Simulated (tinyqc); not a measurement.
Gain factor and gap resistance from two string resistances.

Question. At small bit-line voltage each of the 48 cells has the resistance 1/(K x) at overdrive x (no mobility reduction) in series with a gap resistance Rg. Find K, Rg and the share of the gaps at the higher overdrive.

resistance of a string of 48 equal cells at overdrives of 3.4 and 7.8 V (kohm): 1835.0439  826.96787

Solution. The resistance per cell is a straight line in 1/x with slope 1/K and intercept Rg.

K = 7.900 uA/V^2
Rg = 1.000 kohm
share of the gaps = 5.804 %

Program tinyqc, `OMP_NUM_THREADS=1 python tinyqc.py 2142275 2142276 out.jsonl`; Intel Xeon 2.30GHz, shared host, one thread, about 0.6 s.
